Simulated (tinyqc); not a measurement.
Inside a calculation. Method: tight binding, honeycomb lattice. One step of it, computed by the program tinyqc.

Question. Levels at k. Diagonalise the Hermitian matrix.

H(k) at k (eV):
```
                     A                    B
A             0.000000  -1.621757-1.726995i
B  -1.621757+1.726995i             0.000000
```

Give: eigenvalues; weights |c|^2 of the basis functions.

Answer.

eigenvalues (eV): -2.3691  2.3691

weights |c|^2 of the basis functions:
```
   band 1  band 2
A  0.5000  0.5000
B  0.5000  0.5000
```
